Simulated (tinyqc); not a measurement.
# Barrier and mass from two Fowler-Nordheim currents

Question. Fowler-Nordheim tunnelling through a dielectric follows J = A F^2 exp(-B/F), A = q^2 me/(16 pi^2 hbar m1 phi1) (A/V^2 with phi1 in volts), B = (4/3) sqrt(m1/C) phi1^1.5 (V/nm), C = hbar^2/(2 m0). Find B, A, phi1 and m1.

Inputs (values chosen for the exercise):

| symbol | value | unit | meaning |
|---|---|---|---|
| me | 1 | m0 | emitter mass in the supply function |

Constants: q = 1.602176634e-19 C, hbar = 1.054571817e-34 J s, m0 = 9.1093837015e-31 kg, hbar^2/(2 m0) = 0.0380998212 eV nm^2. Results are converted to the units shown.

J at F = 0.67 and 1.3 V/nm (A/cm^2): 0.0041322323  1331.2845

Answer. The slope of ln(J/F^2) against 1/F is -B and the intercept gives A. A fixes the product m1 phi1, and B = (4/3) phi1 sqrt(m1 phi1/C) then gives phi1.

B = 15.70 V/nm
A = 1.386e-6 A/V^2
phi1 = 2.180 eV
m1 = 0.5100 m0

Numbers from tinyqc (`OMP_NUM_THREADS=1 python tinyqc.py 2540040 2540041 out.jsonl`; about 0.03 s on one thread of a shared Intel Xeon 2.30GHz).
